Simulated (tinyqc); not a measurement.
What each parameter does: six-band hole subbands of a thin body in a field.

Basis X, Y, Z times spin, hole energies counted downwards from the unstrained edge (the hydrostatic shift is left out), c = hbar^2/2m0. For a symmetric tensor T let C(T) have C_XX = L Txx + M (Tyy + Tzz), C_XY = N Txy (cyclic), L = c (g1 + 4 g2), M = c (g1 - 2 g2), N = 6 c g3. k = q + kz n, n the unit normal, q = k1 u + k2 v with u along the channel [1-10] and v = n x u. H = C(k k^T) + (Dso/3)(1 - L.sigma) - B + e F z with (L_k)_ij = -i epsilon_kij; B is the block C built from the traceless strain with 2b, -b and sqrt(3) d in place of L, M, N. Strain: exx = eyy = (s11 + s12) sx/2, ezz = s12 sx, exy = -s44 sx/4. Hard walls at z = 0 and t; basis sin(j pi z/t), j = 1 to Nz: kz^2 = (j pi/t)^2, kz = -i D with D_jl = 4 j l/(t (j^2 - l^2)), z_jj = t/2 and z_jl = -8 t j l/(pi (j^2 - l^2))^2 for j + l odd; 1 MV/cm = 0.01 eV/angstrom.

Nz = 14. E1 is the top subband at q = 0, gap the distance to the next pair, and the masses are c q^2/(E(q) - E1) at |q| = 0.02 1/angstrom (mean of the spin pair) along the channel [1-10] and across it in the plane; a dash marks a band that does not rise.

Constants: hbar^2/2m0 = 3.80998211 eV angstrom^2.

Values chosen for the exercise (near those of a p-type Si channel; the results hold for these values, not for the real material): g1 = 4.29 (Luttinger gamma1); g2 = 0.34 (gamma2); g3 = 1.44 (gamma3); Dso = 0.043 eV (spin-orbit splitting); b = -2.14 eV (tetragonal potential); d = -4.75 eV (trigonal potential); S = (7.77, -2.12, 12.57) 1/TPa (compliances s11, s12, s44); face = 110 (surface); t = 65 angstrom (body thickness); F = 0 MV/cm (field across the body); sx = 0 GPa (stress along the channel [1-10], negative in compression).

Six bands. Each row changes one parameter from the base and keeps the others.

Results:

| case | E1 (meV) | gap (meV) | m channel (m0) | m across (m0) |
|---|---|---|---|---|
| base | 10.4 | 12.7 | 0.124 | 0.278 |
| t = 55 angstrom | 12.8 | 15.3 | 0.120 | 0.278 |
| F = 0.3 MV/cm | 63.3 | 37.9 | 0.117 | 0.279 |
| sx = -0.5 GPa | -5.6 | 10.8 | 0.117 | 0.279 |
| g3 = 1.34 | 12.7 | 20.9 | 0.129 | 0.276 |
| g2 = 0.39 | 10.7 | 14.1 | 0.125 | 0.283 |
| Dso = 0.065 eV | 11.8 | 16.0 | 0.129 | 0.278 |
| d = -3.8 eV | 10.4 | 12.7 | 0.124 | 0.278 |

The largest shifts from the base row, up to three for each result and ties (the steps differ in size, so this ranks the rows, not the parameters). E1 (meV): F +52.8, sx -16.0, t +2.4; unchanged at the printed digits by d. gap (meV): F +25.2, g3 +8.2, Dso +3.3; unchanged at the printed digits by d. m channel (m0): F -0.007, sx -0.007, g3 +0.005, Dso +0.005; unchanged at the printed digits by d. m across (m0): g2 +0.005, g3 -0.002, F +0.001, sx +0.001; unchanged at the printed digits by t, Dso and d.

Computed by tinyqc, a small Python program: `OMP_NUM_THREADS=1 python tinyqc.py 1252185 1252186 out.jsonl` (the numbers bound the seed that draws the inputs); one thread of a shared host (Intel(R) Xeon(R) Processor @ 2.30GHz), about 0.4 s for the whole set of steps.
